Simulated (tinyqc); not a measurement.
n-type polysilicon, carrier trapping at grain boundaries: two steps of the calculation.

One-dimensional grains of size Lg, uniform ionised doping N, monovalent traps Qt at each boundary at a depth Et below (for electrons) or above (for holes) the band edge there, abrupt depletion of width W on each side of a boundary, Boltzmann statistics. xi is the distance from the band edge at the grain centre to the Fermi level. Trapped charge Qt/(1 + exp((xi + VB - Et)/Vt)) = 2 N W, barrier VB = q N W^2/(2 eps0 eps_r).

Parameters, values chosen for the exercise; values of the order met in polycrystalline silicon: temperature T = 350 K; relative permittivity eps_r = 11.7; conduction-band density of states at T NB = 3.53e19 cm^-3; grain size Lg = 19 nm; trap density of a grain boundary Qt = 1.2e12 cm^-2; depth of the trap level from the majority band edge at the boundary Et = 0.43 eV; mass for thermionic emission ms = 0.37 m0; correction factor of the emission rate fe = 1; mobility inside the grains mug = 210 cm^2/(V s); doping N = 2e17 cm^-3.

Constants: q = 1.602176634e-19 C, kB = 1.380649e-23 J/K, m0 = 9.1093837015e-31 kg, Vt = kB T/q, eps0 = 8.8541878128e-14 F/cm where lengths are in cm. Results are converted to the units shown.

Problem 1. Depletion width, Fermi level and barrier. If the trap equation with xi = Vt ln(NB/N) has a root W < Lg/2, the grain is partly depleted; otherwise W = Lg/2 and the trap equation gives xi = Et - VB + Vt ln(Qt/(N Lg) - 1). N* = Qt/Lg.

Give: N*; W; xi; VB; share of traps filled.

Solution 1.

N* = 6.316e17 cm^-3
W = 9.500 nm
xi = 0.4392 V
VB = 0.01396 V
share of traps filled = 0.3167

N is 0.317 N*, and the grain is fully depleted; VB = 0.463 Vt.

Problem 2. Resistivity and effective mobility. n0 = NB exp(-xi/Vt); mean density n0 (1 - 2 W/Lg) by charge balance in a partly depleted grain, and n0 (sqrt(pi)/2) erf(u)/u with u = sqrt(VB/Vt) in a fully depleted one; v = sqrt(kB T/(2 pi ms m0)); barrier resistivity Vt exp(VB/Vt)/(q fe n0 v Lg); grain resistivity (1 - 2 W/Lg)/(q n0 mug); effective mobility 1/(q mean density total resistivity).

W = 9.5 nm
xi = 0.43923957 V
VB = 0.013957994 V

Give: n0; mean density; v; barrier resistivity; grain resistivity; resistivity; effective mobility.

Solution 2.

n0 = 1.6711e13 cm^-3
mean density = 1.4455e13 cm^-3
v = 4.7768e6 cm/s
barrier resistivity = 1971.6 ohm cm
grain resistivity = 0.0000 ohm cm
resistivity = 1971.6 ohm cm
effective mobility = 219.01 cm^2/(V s)

The resistivity is 13300 times that of a single crystal with the same N and mobility mug, and the mean density is 0.00723 % of N. The effective mobility exceeds mug only because drift through the depleted grain is left out.

tinyqc, about 0.01 s, one thread, Intel Xeon 2.30GHz (shared host): `OMP_NUM_THREADS=1 python tinyqc.py 2830151 2830152 out.jsonl`
